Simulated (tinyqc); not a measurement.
Worked calculation: Hubbard ring of 5 sites. Computed by tinyqc, a small Python program that keeps every step. Settings: hopping = 1.14, U = 9.8, mixing = 0.2, iteration cap = 61. Command: `OMP_NUM_THREADS=1 python tinyqc.py 31691 31692 out.jsonl` (the two numbers bound the seeds that draw the settings). One thread of a shared host (Intel(R) Xeon(R) Processor @ 2.60GHz), about 0.2 s of CPU time with the checks.

one-body matrix (hopping and site energies) (eV), lower triangle:
```
           1          2          3          4         5
1   0.000000
2  -1.140000   0.000000
3   0.000000  -1.140000   0.000000
4   0.000000   0.000000  -1.140000   0.000000
5  -1.140000   0.000000   0.000000  -1.140000  0.000000
```

U = 9.800000 eV

electrons, up and down: 1  1

n(up) at the start (a guess, not normalised): 1 0.650000, 2 0.000000, 3 0.650000, 4 0.000000, 5 0.650000

n(down) at the start (a guess): 1 0.000000, 2 0.650000, 3 0.000000, 4 0.650000, 5 0.000000

Each step fills the lowest levels of T + U n(other spin) and sets n(new) = n + mixing (n(out) - n); stop when output and input agree to 1e-8.

Course of the cycle:
```
iteration       E (eV)  largest |n(out) - n(in)|  mean |n_up - n_down|
1          -2.38014229                  6.01e-01              0.352325
2          -2.49683836                  4.81e-01              0.349564
3          -2.61065396                  3.87e-01              0.348026
4          -2.71847918                  3.13e-01              0.347679
5          -2.81754523                  2.55e-01              0.348286
6          -2.90564567                  2.09e-01              0.349483
7          -2.98134706                  1.72e-01              0.350901
8          -3.04418809                  1.42e-01              0.352250
9          -3.09471392                  1.40e-01              0.353350
10         -3.13426251                  1.42e-01              0.354121
11         -3.16459781                  1.40e-01              0.354552
...                ...                       ...                   ...
51         -3.25798821                  1.25e-03              0.342845
52         -3.25798897                  1.10e-03              0.342820
53         -3.25798956                  9.69e-04              0.342798
54         -3.25799003                  8.53e-04              0.342778
55         -3.25799039                  7.52e-04              0.342761
56         -3.25799067                  6.63e-04              0.342746
57         -3.25799089                  5.84e-04              0.342732
58         -3.25799106                  5.15e-04              0.342720
59         -3.25799120                  4.54e-04              0.342709
60         -3.25799130                  4.01e-04              0.342700
61         -3.25799139                  3.53e-04              0.342691
```

Can the last value be used, and what does the course show?

Not by the stop rule, although the second column moves by less than 1e-06 over the last three steps. Not converged within 61 iterations: the residual falls steadily but slowly, by a factor of about 0.88 a step. The lowest mean-field energy found from random starts is -3.25799 eV. Reruns (cap 100 unless said): mixing 0.5: converged in 53 (E = -3.25799); mixing 0.9: converged in 25 (E = -3.25799); the original settings with a cap of 400: converged in 146 (E = -3.25799).
